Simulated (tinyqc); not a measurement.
Convergence with the mesh: Koster-Slater impurity in an sp3s* host.

sp3s* tight binding, nearest neighbours only: anion (a) at 0, cation (c) at a/4 (1,1,1), orbitals s, px, py, pz, s* on each; k in units of 2 pi/a. With phases e_j = exp(i (pi/2) k.n_j) for n = (1,1,1), (1,-1,-1), (-1,1,-1), (-1,-1,1): g0 = (e1+e2+e3+e4)/4, g1 = (e1+e2-e3-e4)/4, g2 = (e1-e2+e3-e4)/4, g3 = (e1-e2-e3+e4)/4. The diagonal holds the levels Esa, Epa, Exa (s*) and Esc, Epc, Exc. Anion-cation block: <sa|sc> = Vss g0; <sa|xc> = Vsapc g1; <xa|sc> = -Vscpa g1; <xa|xc> = Vxx g0; <xa|yc> = <ya|xc> = Vxy g3, <xa|zc> = <za|xc> = Vxy g2, <ya|zc> = <za|yc> = Vxy g1; <s*a|xc> = Vxapc g1; <xa|s*c> = -Vpaxc g1; y and z take g2 and g3 in place of g1; s-s* and s*-s* vanish.

A defect on an anion site (a) shifts the s level there by Vs or the three p levels by Vp and leaves the rest. A level in the gap solves 1/Vs = G_s(E) (symmetry A1) or 1/Vp = G_p(E) (T2, threefold), with G(E) = (1/N^3) sum over k and bands of w/(E - e), where w is the weight of the state on the s orbital of that site, or the mean weight on its px, py, pz. Mesh: k = f1 (-1,1,1) + f2 (1,-1,1) + f3 (1,1,-1), f = (j + 1/2)/N, j = 0 to N - 1. Energies from the top of the valence band at Gamma; the s* orbital of the site is left as it is. An infinite shift removes the s or p orbitals, the model of the ideal vacancy: G(E) = 0.

Values chosen for the exercise (out of a larger set: near a published set for diamond; not measured data): p = (-4.577, 3.844, -4.577, 3.844, 11.472, 11.472, -22.79, 3.825, 11.591, 15.292, 15.292, 8.195, 8.195) eV (order Esa, Epa, Esc, Epc, Exa, Exc, Vss, Vxx, Vxy, Vsapc, Vscpa, Vxapc, Vpaxc); V = -79.8 eV (shift of the s level).

Eg (smallest gap of the host) = 5.37170 eV

The same level (G_s = 1/V) on meshes of growing size; a dash: no level from 0 to Eg.

Mesh:

| N | points | G_s(Eg/2) (1/eV) | level (eV) |
|---|---|---|---|
| 2 | 8 | -0.02428 | 1.2503 |
| 3 | 27 | -0.02354 | 1.3453 |
| 4 | 64 | -0.02351 | 1.3526 |
| 6 | 216 | -0.02351 | 1.3543 |
| 8 | 512 | -0.02351 | 1.3544 |

What can be read from this table?

Against N = 8, G at mid-gap is off by -0.00077 at N = 2 and 0.00000 1/eV at N = 6; the level moves by +0.1 meV from N = 6 to 8. Errors in G are magnified in the level by 1/|dG/dE|, and a level near a band edge needs the finest mesh, since the sum there is ruled by few points.

(tinyqc, `OMP_NUM_THREADS=1 python tinyqc.py 1450824 1450825 out.jsonl`, Intel(R) Xeon(R) Processor @ 2.30GHz, 1 thread, shared host, about 0.04 s.)
